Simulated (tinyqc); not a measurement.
Thin-film optics by transfer matrices: sweeps and comparisons. A value that a table varies takes the place of the one given here.

Indices N = n + i k. Snell: N0 sin(theta) = N_j sin(theta_j), with Im(N_j cos theta_j) >= 0. Admittance y_j = N_j cos theta_j for s and N_j/cos theta_j for p. Phase delta_j = 2 pi N_j cos theta_j d_j/lambda. Layer matrix [[cos delta, -i sin delta/y], [-i y sin delta, cos delta]], multiplied from the top down to M. (B, C) = M (1, y_sub); r = (y0 B - C)/(y0 B + C), R = |r|^2, T = 4 Re y0 Re y_sub/|y0 B + C|^2, absorbed in the films 1 - R - T.

Ellipsometry: rho = tan(Psi) exp(i Delta) = -conj(r_p/r_s) with the r of the admittance formula, Delta in 0 to 360 degrees, so that a bare dielectric at small angles gives Delta = 180.

Values chosen for the exercise (indices near those of resist on polySi; shifted at random, so the results belong to these values and not to a real crystal): lam = 633 nm (vacuum wavelength); n0 = 1 (ambient index); n = (1.631, 3.957) (n of resist, substrate); k = (0, 0.038) (k in the same order); d = (439) nm (thicknesses, top first); theta = 45 degrees (angle of incidence); pol = p (polarisation).

## Swing curve: thickness of the top film

The first entry of d takes the values listed.

Stack:
```
d_1 (nm)       R       T  absorbed
439.0     0.2280  0.7720    0.0000
474.9     0.1790  0.8210    0.0000
510.8     0.1000  0.9000    0.0000
546.7     0.0755  0.9245    0.0000
582.6     0.1373  0.8627    0.0000
618.5     0.2101  0.7899    0.0000
654.3     0.2281  0.7719    0.0000
690.2     0.1791  0.8209    0.0000
726.1     0.1000  0.9000    0.0000
762.0     0.0754  0.9246    0.0000
797.9     0.1372  0.8628    0.0000
833.8     0.2101  0.7899    0.0000
869.7     0.2280  0.7720    0.0000
```

What can be read from the table?

R swings between 0.0754 and 0.2281 on these points. The period is lambda/(2 Re(N_1 cos theta_1)) = 215.3 nm, six rows. The film does not absorb, so the swing repeats exactly. The swing ratio (max - min)/mean is 0.95.

## Angle of incidence

Both polarisations.

Stack:
```
theta (degrees)     R_s     R_p    Psi   Delta
0                0.2151  0.2151  45.00  180.00
15               0.2515  0.2337  43.95  177.91
30               0.3526  0.2603  40.67  174.04
45               0.4758  0.2280  34.69  175.83
55               0.5461  0.1573  28.22  187.93
60               0.5779  0.1168  24.21  201.45
65               0.6109  0.0863  20.60  224.12
70               0.6501  0.0823  19.58  257.32
75               0.7022  0.1265  23.00  291.85
80               0.7747  0.2499  29.60  319.10
85               0.8738  0.5053  37.25  340.71
```

What does this show?

R_s and R_p agree at normal incidence (0.2151). R_p is lowest at 70 degrees of those listed (0.0823), where R_s = 0.6501; the top face alone would stop reflecting p light at arctan(n/n0) = 58.5 degrees, while the layers and the substrate below set where the minimum falls. R_s rises steadily with the angle.

## Sensitivity of the reflectance

R for both polarisations. Each row changes one parameter from the base and keeps the others.

Results:
```
case                   R_s     R_p     T_s
base                0.4758  0.2280  0.5242
d = (444) nm        0.4700  0.2250  0.5300
n = (1.664, 3.957)  0.4594  0.2192  0.5406
k = (0, 0.052)      0.4758  0.2280  0.5242
lam = 638 nm        0.4783  0.2294  0.5217
theta = 50 degrees  0.5125  0.1965  0.4875
```

How do the results move?

The largest shifts from the base row, up to three for each result and ties (the steps differ in size, so this ranks the rows, not the parameters). R_s: theta +0.0367, n -0.0164, d -0.0059; unchanged at the printed digits by k. R_p: theta -0.0315, n -0.0089, d -0.0031; unchanged at the printed digits by k. T_s: theta -0.0367, n +0.0164, d +0.0059; unchanged at the printed digits by k.

Computed by tinyqc, a small Python program: `OMP_NUM_THREADS=1 python tinyqc.py 1650586 1650587 out.jsonl` (the numbers bound the seed that draws the inputs); one thread of a shared host (Intel(R) Xeon(R) Processor @ 2.30GHz), about 0.02 s for the whole set of steps.
